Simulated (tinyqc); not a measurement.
Band gaps under pressure and temperature from deformation potentials, step by step. Values are carried at full precision from step to step, so a last printed digit may differ when a step is redone from the rounded ones.

Murnaghan: V/V0 = (1 + Bp P/B0)^(-1/Bp), B0 = (C11 + 2 C12)/3. Each gap moves by a ln(V/V0) with its volume potential a, and falls with temperature by aV T^2/(T + bV) (Varshni); the two effects are added. No change of phase is considered.

Inputs chosen for the exercise (near those of InAs, the X and L potentials typical of such crystals; the results hold for these values, not for the real material):
```
symbol  value                  unit    meaning
C11     82.5                   GPa
C12     44.7                   GPa
Bp      3.99                           pressure derivative of the bulk modulus
P       3.4                    GPa     pressure
Eg      0.419                  eV      gap at Gamma to the s-like level at 0 K, 0 GPa
EgX     1.453                  eV      gap to X at 0 K, 0 GPa
EgL     1.132                  eV      gap to L at 0 K, 0 GPa
aG      -5.97                  eV      volume potential of the Gamma gap
aX      1.35                   eV      volume potential of the X gap
aL      -4.44                  eV      volume potential of the L gap
aV      (0.282, 0.268, 0.266)  meV/K   Varshni alpha of Gamma, X, L
bV      (89, 96, 88)           K       Varshni beta of Gamma, X, L
T       77                     K       temperature
aT      4.4                    1e-6/K  linear thermal expansion near 300 K
```

## Volume under pressure

Give B0, V/V0, ln(V/V0), the change of the lattice constant and the linear estimate -P/B0.

B0 = 57.30 GPa
V/V0 = 0.94814
ln(V/V0) = -0.05326
change of a = -1.760 %
-P/B0 = -0.05934

The stiffening under pressure makes the compression 10.2 % smaller than the linear estimate.

## Gaps at P and T

Give both shifts and the gaps.

pressure shifts (eV): Gamma 0.3179, X -0.0719, L 0.2365

temperature shifts (eV): Gamma -0.0101, X -0.0092, L -0.0096

gaps (eV): Gamma 0.7269, X 1.3719, L 1.3589

The lowest valley is Gamma (direct gap), 632 meV below L; at 0 K and 0 GPa it is Gamma.

## Pressure coefficients

Expand in P: E = E0 + c1 P + c2 P^2 with c1 = -a/B0 and c2 = a Bp/(2 B0^2).

c1 (meV/GPa): Gamma 104.19, X -23.56, L 77.49

c2 (meV/GPa^2): Gamma -3.628, X 0.820, L -2.698

Gamma and L rise under pressure and X falls, as the signs of the volume potentials say.

## Pressures at which the valleys cross

Two gaps meet at ln(V/V0) = -(E_i - E_j)/(a_i - a_j), with the gaps at T and P = 0; then P = (B0/Bp)(exp(-Bp ln(V/V0)) - 1). A dash marks expansion or a compression beyond ln(V/V0) = -0.3.

Crossings:
```
pair,E_i - E_j (eV),ln(V/V0),P (GPa)
Gamma-X,-1.0349,-0.1414,10.88
Gamma-L,-0.7135,-0.4663,-
L-X,-0.3214,-0.0555,3.56
```

The lowest valley changes at 10.88 GPa (Gamma to X). The real crystal changes phase near 7 GPa, so a crossing above that is not reached.

## How much of dE/dT is thermal expansion

At 300 K: dE/dT = -aV T (T + 2 bV)/(T + bV)^2; expansion alone gives 3 aT a; the rest is electron-phonon coupling.

dE/dT (meV/K): Gamma -0.2672, X -0.2522, L -0.2523

from expansion (meV/K): Gamma -0.0788, X 0.0178, L -0.0586

remainder (meV/K): Gamma -0.1884, X -0.2701, L -0.1937

Expansion supplies 29 % of the slope at Gamma and 23 % at L; at X it works against the fall.

## Checks

- Slope of the Gamma gap at P = 0 by finite differences against c1 (meV/GPa): both 104.19.

Run: tinyqc, `OMP_NUM_THREADS=1 python tinyqc.py 1051457 1051458 out.jsonl`; Intel(R) Xeon(R) Processor @ 2.30GHz, one thread, shared host; about 0.01 s of CPU time with all checks.
